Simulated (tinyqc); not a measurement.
Thin (001) film in sp3s* tight binding with raised dangling bonds: one step. The two blocks of the small film. Three cases, with inputs chosen for the exercise.

Problem. Fill them in.

Planes alternate anion (a), cation (c) along [001], a/4 apart, starting with an anion; zero in-plane momentum; levels counted from the bulk Ev, the lower root of [[Epa, Vxx], [Vxx, Epc]]; no spin-orbit coupling. Block of s, pz, s*: from an anion to the cation above, Vss/2 (s,s), Vsapc/2 (s,z), -Vscpa/2 (z,s), Vxx/2 (z,z), Vxapc/2 (s*,z), -Vpaxc/2 (z,s*); to the cation below the same with the s-z and s*-z signs reversed. Block of u = (px + py)/sqrt2 and v = (px - py)/sqrt2: to the cation above (Vxx + Vxy)/2 for u and (Vxx - Vxy)/2 for v, to the cation below the reverse. Each surface atom has two dangling sp3 hybrids; raising both by dl adds (dl/2) [[1, t], [t, 1]] to its s, pz levels (t = -1 at the bottom face, +1 at the top) and dl to the one of u, v in whose plane the missing bonds lie (v for a bottom anion or a top cation, u for a top anion).

Give: s, pz, s* block; u, v block.

Case 1.

Values chosen (out of a larger set: near a published set for GaAs, fitted to gaps, whose masses and valley positions are rough; not measured data):
- p = (-8.32, 1.037, -2.651, 3.657, 8.607, 6.763, -6.465, 1.95, 5.064, 4.482, 5.801, 4.843, 4.799) eV (order Esa, Epa, Esc, Epc, Exa, Exc, Vss, Vxx, Vxy, Vsapc, Vscpa, Vxapc, Vpaxc)
- N = 4 (atomic planes in the small film)
- dl = 5 eV (shift of the dangling hybrids)

Solution.

s, pz, s* block (eV):
```
        sa1     za1    *a1     sc2     zc2     *c2     sa3     za3     *a3     sc4    zc4     *c4
sa1  -5.818  -2.500      0  -3.232   2.241       0       0       0       0       0      0       0
za1  -2.500   3.539      0  -2.901   0.975  -2.400       0       0       0       0      0       0
*a1       0       0  8.609       0   2.421       0       0       0       0       0      0       0
sc2  -3.232  -2.901      0  -2.649       0       0  -3.232   2.901       0       0      0       0
zc2   2.241   0.975  2.421       0   3.659       0  -2.241   0.975  -2.421       0      0       0
*c2       0  -2.400      0       0       0   6.765       0   2.400       0       0      0       0
sa3       0       0      0  -3.232  -2.241       0  -8.318       0       0  -3.232  2.241       0
za3       0       0      0   2.901   0.975   2.400       0   1.039       0  -2.901  0.975  -2.400
*a3       0       0      0       0  -2.421       0       0       0   8.609       0  2.421       0
sc4       0       0      0       0       0       0  -3.232  -2.901       0  -0.149  2.500       0
zc4       0       0      0       0       0       0   2.241   0.975   2.421   2.500  6.159       0
*c4       0       0      0       0       0       0       0  -2.400       0       0      0   6.765
```

u, v block (eV), rows ua1, va1, uc2, vc2, ua3, va3, uc4, vc4 and columns alike:
$$\begin{pmatrix}
1.039 & 0 & 3.507 & 0 & 0 & 0 & 0 & 0 \\
0 & 6.039 & 0 & -1.557 & 0 & 0 & 0 & 0 \\
3.507 & 0 & 3.659 & 0 & -1.557 & 0 & 0 & 0 \\
0 & -1.557 & 0 & 3.659 & 0 & 3.507 & 0 & 0 \\
0 & 0 & -1.557 & 0 & 1.039 & 0 & 3.507 & 0 \\
0 & 0 & 0 & 3.507 & 0 & 1.039 & 0 & -1.557 \\
0 & 0 & 0 & 0 & 3.507 & 0 & 3.659 & 0 \\
0 & 0 & 0 & 0 & 0 & -1.557 & 0 & 8.659
\end{pmatrix}$$

Case 2.

Values chosen (out of a larger set: near a published set for Si, fitted to gaps, whose masses and valley positions are rough; not measured data):
- p = (-4.213, 1.706, -4.213, 1.706, 6.686, 6.686, -8.305, 1.723, 4.603, 5.704, 5.704, 5.385, 5.385) eV (order Esa, Epa, Esc, Epc, Exa, Exc, Vss, Vxx, Vxy, Vsapc, Vscpa, Vxapc, Vpaxc)
- N = 4 (atomic planes in the small film)
- dl = 5 eV (shift of the dangling hybrids)

Solution.

s, pz, s* block (eV):
```
        sa1     za1    *a1     sc2     zc2     *c2     sa3     za3     *a3     sc4    zc4     *c4
sa1  -1.696  -2.500      0  -4.152   2.852       0       0       0       0       0      0       0
za1  -2.500   4.223      0  -2.852   0.862  -2.692       0       0       0       0      0       0
*a1       0       0  6.703       0   2.692       0       0       0       0       0      0       0
sc2  -4.152  -2.852      0  -4.196       0       0  -4.152   2.852       0       0      0       0
zc2   2.852   0.862  2.692       0   1.723       0  -2.852   0.862  -2.692       0      0       0
*c2       0  -2.692      0       0       0   6.703       0   2.692       0       0      0       0
sa3       0       0      0  -4.152  -2.852       0  -4.196       0       0  -4.152  2.852       0
za3       0       0      0   2.852   0.862   2.692       0   1.723       0  -2.852  0.862  -2.692
*a3       0       0      0       0  -2.692       0       0       0   6.703       0  2.692       0
sc4       0       0      0       0       0       0  -4.152  -2.852       0  -1.696  2.500       0
zc4       0       0      0       0       0       0   2.852   0.862   2.692   2.500  4.223       0
*c4       0       0      0       0       0       0       0  -2.692       0       0      0   6.703
```

u, v block (eV), rows ua1, va1, uc2, vc2, ua3, va3, uc4, vc4 and columns alike:
$$\begin{pmatrix}
1.723 & 0 & 3.163 & 0 & 0 & 0 & 0 & 0 \\
0 & 6.723 & 0 & -1.440 & 0 & 0 & 0 & 0 \\
3.163 & 0 & 1.723 & 0 & -1.440 & 0 & 0 & 0 \\
0 & -1.440 & 0 & 1.723 & 0 & 3.163 & 0 & 0 \\
0 & 0 & -1.440 & 0 & 1.723 & 0 & 3.163 & 0 \\
0 & 0 & 0 & 3.163 & 0 & 1.723 & 0 & -1.440 \\
0 & 0 & 0 & 0 & 3.163 & 0 & 1.723 & 0 \\
0 & 0 & 0 & 0 & 0 & -1.440 & 0 & 6.723
\end{pmatrix}$$

Case 3.

Values chosen (out of a larger set: near a published set for InAs, fitted to gaps, whose masses and valley positions are rough; not measured data):
- p = (-9.644, 0.903, -2.742, 3.76, 7.434, 6.813, -5.571, 1.852, 4.464, 3.02, 5.402, 3.353, 3.922) eV (order Esa, Epa, Esc, Epc, Exa, Exc, Vss, Vxx, Vxy, Vsapc, Vscpa, Vxapc, Vpaxc)
- N = 4 (atomic planes in the small film)
- dl = 10 eV (shift of the dangling hybrids)

Solution.

s, pz, s* block (eV):
```
        sa1     za1    *a1     sc2     zc2     *c2     sa3     za3     *a3     sc4    zc4     *c4
sa1  -4.637  -5.000      0  -2.785   1.510       0       0       0       0       0      0       0
za1  -5.000   5.910      0  -2.701   0.926  -1.961       0       0       0       0      0       0
*a1       0       0  7.441       0   1.677       0       0       0       0       0      0       0
sc2  -2.785  -2.701      0  -2.735       0       0  -2.785   2.701       0       0      0       0
zc2   1.510   0.926  1.677       0   3.767       0  -1.510   0.926  -1.677       0      0       0
*c2       0  -1.961      0       0       0   6.820       0   1.961       0       0      0       0
sa3       0       0      0  -2.785  -1.510       0  -9.637       0       0  -2.785  1.510       0
za3       0       0      0   2.701   0.926   1.961       0   0.910       0  -2.701  0.926  -1.961
*a3       0       0      0       0  -1.677       0       0       0   7.441       0  1.677       0
sc4       0       0      0       0       0       0  -2.785  -2.701       0   2.265  5.000       0
zc4       0       0      0       0       0       0   1.510   0.926   1.677   5.000  8.767       0
*c4       0       0      0       0       0       0       0  -1.961       0       0      0   6.820
```

u, v block (eV), rows ua1, va1, uc2, vc2, ua3, va3, uc4, vc4 and columns alike:
$$\begin{pmatrix}
0.910 & 0 & 3.158 & 0 & 0 & 0 & 0 & 0 \\
0 & 10.910 & 0 & -1.306 & 0 & 0 & 0 & 0 \\
3.158 & 0 & 3.767 & 0 & -1.306 & 0 & 0 & 0 \\
0 & -1.306 & 0 & 3.767 & 0 & 3.158 & 0 & 0 \\
0 & 0 & -1.306 & 0 & 0.910 & 0 & 3.158 & 0 \\
0 & 0 & 0 & 3.158 & 0 & 0.910 & 0 & -1.306 \\
0 & 0 & 0 & 0 & 3.158 & 0 & 3.767 & 0 \\
0 & 0 & 0 & 0 & 0 & -1.306 & 0 & 13.767
\end{pmatrix}$$

Computed by tinyqc, one run a case: `OMP_NUM_THREADS=1 python tinyqc.py N N+1 out.jsonl` with N = 1482434, 1482814, 1482852; one thread of a shared Intel(R) Xeon(R) Processor @ 2.30GHz, about 0.4 s a run at most.
